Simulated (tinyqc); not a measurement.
What moves the results: quantum-confined Stark effect in a modulator well. A value that a table varies takes the place of the one given here.

Envelopes on cells of 0.5 angstrom over the well |z| < L/2 and 45 angstrom of barrier on each side, psi = 0 beyond, psi'/m continuous (mean mass between points), c = hbar^2/2m0. The electron sees + e F z and the hole - e F z, each with its offset in the barriers; 1 kV/cm = 1e-5 eV/angstrom. Light holes, band mixing and escape by tunnelling are left out.

Exciton: in-plane function exp(-rho/lam), 1/mu = 1/me + 1/mp, E(lam) = c/(mu lam^2) - (q/eps) times the integral over k of Fm(k)(1 + (k lam/2)^2)^(-3/2), Fm(k) the double integral of psi_e^2 psi_h^2 exp(-k |z - z'|), q = e^2/(4 pi eps0); binding Eb = -E at the minimum. Line at Eg + E_e + E_h - Eb, strength proportional to overlap^2/lam^2.

Constants: hbar^2/2m0 = 3.80998211 eV angstrom^2; e^2/(4 pi eps0) = 14.39964547 eV angstrom; hc = 1239.841984 eV nm.

Values chosen for the exercise (near those of a GaAs well in AlGaAs; the results hold for these values, not for the real material):
- L = 144 angstrom (well width)
- Vc = 0.263 eV (conduction offset)
- Vv = 0.135 eV (heavy-hole offset)
- me = 0.0652 m0 (electron, well)
- meb = 0.0908 m0 (electron, barrier)
- mh = 0.345 m0 (heavy hole along z, well)
- mhb = 0.38 m0 (heavy hole, barrier)
- Eg = 1.452 eV (gap of the well)
- mp = 0.154 m0 (heavy hole in the plane)
- eps = 12.3 (dielectric constant)
- Fs = (0, 15, 30, 45, 62, 81, 101) kV/cm (fields)
- Ls = (50, 66, 84, 104, 126, 150, 170) angstrom (widths)
- F_L = 38 kV/cm (field for this table)
- F = 38 kV/cm (field)

## Raising the field

All quantities anew; shifts from zero field.

Results:

| F (kV/cm) | dE_e (meV) | dE_h (meV) | Eb (meV) | line shift (meV) | overlap^2 | relative strength |
|---|---|---|---|---|---|---|
| 0 | 0.00 | 0.00 | 7.91 | 0.00 | 0.992 | 1.000 |
| 15 | -0.44 | -1.50 | 7.53 | -1.56 | 0.834 | 0.777 |
| 30 | -1.74 | -5.27 | 6.86 | -5.96 | 0.573 | 0.460 |
| 45 | -3.84 | -10.34 | 6.29 | -12.56 | 0.372 | 0.259 |
| 62 | -7.08 | -17.03 | 5.80 | -22.00 | 0.224 | 0.136 |
| 81 | -11.64 | -25.29 | 5.40 | -34.42 | 0.126 | 0.068 |
| 101 | -17.33 | -34.63 | 5.09 | -49.14 | 0.069 | 0.034 |

How do the results move?

The line shift grows with exponent 1.94 in F at low field and 1.61 at the end, as the carriers come up against opposite walls and the dipole begins to saturate. The hole gives 77 % of the level shift in the second row and 67 % in the last. The largest shift is 6.2 times the zero-field binding, yet 64 % of the binding survives, since the walls stop the field from pulling the pair apart. Half the strength is gone between 15 and 30 kV/cm.

## Width of the well

Zero-field line, its shift at F_L and the relative strength.

Results:

| L (angstrom) | line at F = 0 (nm) | Eb (meV) | shift (meV) | relative strength | shift x strength (meV) |
|---|---|---|---|---|---|
| 50 | 803.6 | 10.25 | -0.56 | 0.984 | 0.55 |
| 66 | 819.3 | 9.75 | -1.07 | 0.957 | 1.03 |
| 84 | 830.2 | 9.23 | -2.04 | 0.886 | 1.81 |
| 104 | 837.6 | 8.73 | -3.73 | 0.738 | 2.75 |
| 126 | 842.8 | 8.25 | -6.40 | 0.515 | 3.30 |
| 150 | 846.4 | 7.80 | -10.33 | 0.288 | 2.97 |
| 170 | 848.5 | 7.47 | -14.36 | 0.155 | 2.22 |

What can be read from the table?

The shift grows with exponent 2.34 in L over the first two rows and 2.64 over the last two, against 4 for hard walls at second order; leakage lowers it in narrow wells and saturation in wide ones. The strength falls from 0.98 to 0.15, and the product of the two is largest at 126 angstrom.

## What each parameter does

Zero-field line, shift at F, overlap^2 and Eb at F. Each row changes one parameter from the base and keeps the others.

Results:

| case | line (nm) | shift (meV) | overlap^2 | Eb (meV) |
|---|---|---|---|---|
| base | 845.6 | -9.25 | 0.456 | 6.54 |
| L = 134 angstrom | 844.2 | -7.59 | 0.546 | 6.97 |
| F = 30 kV/cm | 845.6 | -5.96 | 0.573 | 6.86 |
| Vc = 0.21 eV | 846.1 | -9.48 | 0.444 | 6.46 |
| Vv = 0.169 eV | 845.6 | -8.98 | 0.470 | 6.60 |
| me = 0.075 m0 | 846.8 | -9.18 | 0.440 | 6.85 |
| mh = 0.293 m0 | 845.3 | -8.93 | 0.488 | 6.58 |
| eps = 11.1 | 846.5 | -8.95 | 0.456 | 7.65 |

What can be read from the table?

The largest shifts from the base row, up to three for each result and ties (the steps differ in size, so this ranks the rows, not the parameters). line (nm): L -1.5, me +1.2, eps +0.8; unchanged at the printed digits by F and Vv. shift (meV): F +3.29, L +1.65, mh +0.32. overlap^2: F +0.116, L +0.090, mh +0.031; unchanged at the printed digits by eps. Eb (meV): eps +1.11, L +0.43, F +0.32, me +0.32.

Computed by tinyqc, a small Python program: `OMP_NUM_THREADS=1 python tinyqc.py 1251340 1251341 out.jsonl` (the numbers bound the seed that draws the inputs); one thread of a shared host (Intel(R) Xeon(R) Processor @ 2.30GHz), about 0.1 s for the whole set of steps.
